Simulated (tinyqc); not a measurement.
## Semiconductor laser, carrier and photon rate equations: effect of the gain compression on threshold and bandwidth

Carrier density N and photon density S in one mode: dN/dt = F1 = eta I/(q V) - (A N + B N^2 + C N^3) - vg g S; dS/dt = F2 = G vg g S + G be B N^2 - S/tp, with g = g0 ln(N/Ntr)/(1 + ec S). Output power P = Fo Eph S V/(G tp). No heating, no carrier transport.

gth = 1/(G vg tp), Nth = Ntr exp(gth/g0), Ith = q V (A Nth + B Nth^2 + C Nth^3)/eta. N and S are the steady state (F1 = F2 = 0, S > 0). Jacobian, with a = g0/(N (1 + ec S)) and d = g/(1 + ec S): J11 = -(A + 2 B N + 3 C N^2) - vg a S, J12 = -vg d, J21 = G vg a S + 2 G be B N, J22 = G vg d - 1/tp. wR^2 = det J, gamma = -trace J, fR = wR/(2 pi); the response wR^2/(wR^2 - w^2 + i gamma w) falls to 1/sqrt(2) at w^2 = x + sqrt(x^2 + wR^4), x = wR^2 - gamma^2/2 (f3dB = w/(2 pi)).

Values chosen for this exercise: active volume V = 7.2e-12 cm^3; confinement factor G = 0.11; group velocity vg = 8.18e9 cm/s; gain coefficient g0 = 1100 1/cm; transparency density Ntr = 1.5e18 cm^-3; photon lifetime tp = 3.9 ps; defect recombination coefficient A = 1.2e8 1/s; radiative coefficient B = 5.1e-11 cm^3/s; Auger coefficient C = 1.2e-29 cm^6/s; share of spontaneous emission into the mode be = 2.5e-5; injection efficiency eta = 0.86; share of cavity losses that is output Fo = 0.68; photon energy Eph = 0.95 eV; drive current I = 3.1 mA.

Constants: q = 1.602176634e-19 C. Results are converted to the units shown.

The same in every row: Ith (mA) = 0.6894.

Results:

| ec (cm^3) | P (mW) | fR (GHz) | gamma (1/ns) | f3dB (GHz) |
|---|---|---|---|---|
| 1e-18 | 1.339 | 4.812 | 4.218 | 7.452 |
| 2.2e-18 | 1.339 | 4.810 | 4.450 | 7.444 |
| 4.6e-18 | 1.339 | 4.804 | 4.913 | 7.429 |
| 1e-17 | 1.338 | 4.792 | 5.947 | 7.394 |
| 4.6e-17 | 1.333 | 4.711 | 12.60 | 7.083 |
| 1e-16 | 1.326 | 4.596 | 21.87 | 6.404 |

Estimate the missing row, ec = 2.2e-17 cm^3.

Computed row:

| ec (cm^3) | P (mW) | fR (GHz) | gamma (1/ns) | f3dB (GHz) |
|---|---|---|---|---|
| 2.2e-17 | 1.336 | 4.764 | 8.211 | 7.304 |

With this row back in the table: As ec goes from 1e-18 to 1e-16 cm^3, Ith stays at 0.689 mA, fR falls from 4.81 to 4.60 GHz, gamma rises from 4.22 to 21.9 1/ns and f3dB falls from 7.45 to 6.40 GHz.

tinyqc, about 0.01 s, one thread, Intel Xeon 2.30GHz (shared host): `OMP_NUM_THREADS=1 python tinyqc.py 2840120 2840121 out.jsonl`
